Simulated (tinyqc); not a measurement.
Time-domain thermoreflectance: layered heat flow under a modulated pulse train, and what the signal ratio measures: one step, computed by the program tinyqc.

Pulses repeat at 80 MHz; heat is laid down at the surface, all layers are isotropic, and the film is in perfect contact with the substrate.

Question. Impedance at k = 0 and the modulation frequency. For radial wave number k and angular frequency W each layer has u = sqrt(4 pi^2 k^2 + i W C/kappa) and gamma = kappa u. Surface impedance from below: Z = 1/gamma for the substrate; a layer of thickness L maps Z to (Z + tanh(u L)/gamma)/(1 + gamma Z tanh(u L)); a boundary adds 1/G. Take k = 0 and W = 2 pi f.

Inputs (values chosen for the exercise, modelled on aluminium on sapphire):
```
quantity                                value        unit
metal thickness d                          76          nm
metal conductivity                        160     W/(m K)
metal heat capacity                      2.42  MJ/(m^3 K)
boundary conductance G under the metal    270  MW/(m^2 K)
film thickness                            210          nm
film conductivity                           3     W/(m K)
film heat capacity                        2.6  MJ/(m^3 K)
substrate conductivity kappa             35.7     W/(m K)
substrate heat capacity C                 3.1  MJ/(m^3 K)
modulation frequency f                      5         MHz
```

Stack: metal, film, substrate.

Give: Z of the substrate; Z at the surface.

Answer.

Z of the substrate = 11.99-11.99i m^2 K/GW

Z at the surface = 38.50-38.37i m^2 K/GW
